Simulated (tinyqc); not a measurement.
MOSFET in the linear regime without short-channel effects, parameter extraction from computed curves: one step of the calculation.

Inversion charge Q = Cox n Vt W0(exp((Vg - VT)/(n Vt))), W0 the Lambert function and n = nf; u = Q/Cox; mobility mu = mu0/(1 + th1 u + th2 u^2); channel resistance Rch = (L - dL)/(W mu Q); Id = Vd/(Rch + Rsd/W). Cox = eps0 eox/tox. Small Vd, no channel-length or drain effects.

Problem. Transfer curve. u, mu, Rch and Id as defined.

Values chosen for this exercise; channel values of the order met in silicon transistors:

| symbol | value | unit | meaning |
|---|---|---|---|
| T | 300 | K | temperature |
| eox | 3.9 |  | relative permittivity of the gate insulator (close to silicon dioxide) |
| tox | 2.9 | nm | insulator thickness |
| mu0 | 410 | cm^2/(V s) | low-field mobility |
| th1 | 0.18 | 1/V | first mobility attenuation factor |
| th2 | 0.13 | 1/V^2 | second mobility attenuation factor |
| VT | 0.24 | V | threshold voltage |
| nf | 1.46 |  | body factor |
| W | 10 | um | gate width |
| L | 0.19 | um | drawn gate length |
| dL | 0.011 | um | drawn less effective length |
| Rsd | 200 | ohm um | source plus drain resistance |
| Vd | 0.02 | V | drain voltage |

Constants: q = 1.602176634e-19 C, kB = 1.380649e-23 J/K, Vt = kB T/q, eps0 = 8.8541878128e-14 F/cm where lengths are in cm. Results are converted to the units shown.

Vg, point 0 to 8 (V): -0.06  0.09  0.24  0.39  0.54  0.69  0.84  0.99  1.14

Wanted: u; mu; Rch; Id.

Solution.

```
point      u (V)  mu (cm^2/(V s))  Rch (ohm)    Id (uA)
0      1.3329e-5           410.00   2.7508e6  0.0072705
1      6.9644e-4           409.95      52653    0.37970
2       0.021406           408.40     1719.5     11.497
3        0.10972           401.44     341.29     55.358
4        0.23154           390.98     166.06     107.49
5        0.36442           378.63     108.95     155.10
6        0.50230           365.02     81.988     196.10
7        0.64298           350.58     66.688     230.71
8        0.78543           335.63     57.025     259.66
```

Program tinyqc, `OMP_NUM_THREADS=1 python tinyqc.py 2210025 2210026 out.jsonl`; Intel Xeon 2.30GHz, shared host, one thread, about 0.01 s.
